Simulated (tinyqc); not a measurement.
Capacitance measurement on a leaky thin oxide: effects of series resistance and leakage: one step of the calculation.

The device is a capacitance C in parallel with a leakage conductance G, in series with Rs and Ls. An impedance meter reports either a parallel pair (Cp, Gp) from Y = 1/Z = Gp + i w Cp or a series pair (Cs, Rm) from Z = Rm + 1/(i w Cs); w = 2 pi f, dissipation D = Gp/(w |Cp|).

Problem. True capacitance and conductance. EOT = 3.9 tox/eox; CET = EOT + zc + zp; C = 3.9 eps0 A/CET; G = Jg A/Vs.

Parameters, values chosen for the exercise; values of the order met in thin-oxide MOS capacitors:
- eox = 9.12 (relative permittivity of the gate insulator (close to aluminium oxide))
- tox = 2.1 nm (insulator thickness)
- A = 100 um^2 (gate area)
- zc = 0.45 nm (oxide-equivalent thickness added by the accumulation layer)
- zp = 0 nm (oxide-equivalent thickness added by gate depletion)
- Jg = 0.48 A/cm^2 (gate leakage current density, not matched to the thickness)
- Vs = 0.34 V (voltage for an e-fold rise of the leakage)

Constants: eps0 = 8.8541878128e-14 F/cm where lengths are in cm. Results are converted to the units shown.

Wanted: EOT; CET; C; G.

Solution.

EOT = 0.89803 nm
CET = 1.3480 nm
C = 2.5616 pF
G = 1.4118 uS

Program tinyqc, `OMP_NUM_THREADS=1 python tinyqc.py 2022173 2022174 out.jsonl`; Intel Xeon 2.30GHz, shared host, one thread, about 0.01 s.
